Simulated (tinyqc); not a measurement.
Inside a calculation: thin-film optics by transfer matrices. Values are carried at full precision from step to step, so a last printed digit may differ when a step is redone from the rounded ones.

Indices N = n + i k. Snell: N0 sin(theta) = N_j sin(theta_j), with Im(N_j cos theta_j) >= 0. Admittance y_j = N_j cos theta_j for s and N_j/cos theta_j for p. Phase delta_j = 2 pi N_j cos theta_j d_j/lambda. Layer matrix [[cos delta, -i sin delta/y], [-i y sin delta, cos delta]], multiplied from the top down to M. (B, C) = M (1, y_sub); r = (y0 B - C)/(y0 B + C), R = |r|^2, T = 4 Re y0 Re y_sub/|y0 B + C|^2, absorbed in the films 1 - R - T.

Inputs chosen for the exercise (indices near those of Si3N4 on Si; not measured data):

| symbol | value | unit | meaning |
|---|---|---|---|
| lam | 248 | nm | vacuum wavelength |
| n0 | 1 |  | ambient index |
| n | (2.292, 1.59) |  | n of Si3N4, substrate |
| k | (0.005, 3.439) |  | k in the same order |
| d | (32) | nm | thicknesses, top first |
| theta | 60 | degrees | angle of incidence |
| pol | s |  | polarisation |

## Angles, admittances and phases

Form cos theta_j, y_j and delta_j.

cos theta_j: ambient 0.5000, film 1 0.9259+0.0003i, substrate 1.0170+0.0196i

y_j: ambient 0.5000, film 1 2.1221+0.0054i, substrate 1.5497+3.5285i

delta_j (rad): film 1 1.7205+0.0044i

## Layer matrices and their product

Form each matrix and multiply from the top down.

M:
```
                 1                2
1  -0.1491-0.0043i  -0.0015-0.4660i
2   0.0040-2.0984i  -0.1491-0.0043i
```

Each matrix has determinant 1, and so has M.

## Reflection and transmission

Close the stack on the substrate.

B, C: 1.4927-0.7317i  -0.2118-2.6312i

r = -0.6773+0.4405i
R = 0.6528
T into the substrate = 0.3344
absorbed in the films = 0.0128

The bare substrate would reflect 0.8139.

## Ellipsometric angles

Ellipsometry: rho = tan(Psi) exp(i Delta) = -conj(r_p/r_s) with the r of the admittance formula, Delta in 0 to 360 degrees, so that a bare dielectric at small angles gives Delta = 180.

Repeat the steps for both polarisations.

r_s = -0.6773+0.4405i
r_p = -0.0616+0.6400i
Psi = 38.51 degrees
Delta = 231.47 degrees

## Checks

- R against the recursion of Airy sums from the substrate up: both 0.65277.

Run: tinyqc, `OMP_NUM_THREADS=1 python tinyqc.py 1650179 1650180 out.jsonl`; Intel(R) Xeon(R) Processor @ 2.30GHz, one thread, shared host; about 0.01 s of CPU time with all checks.
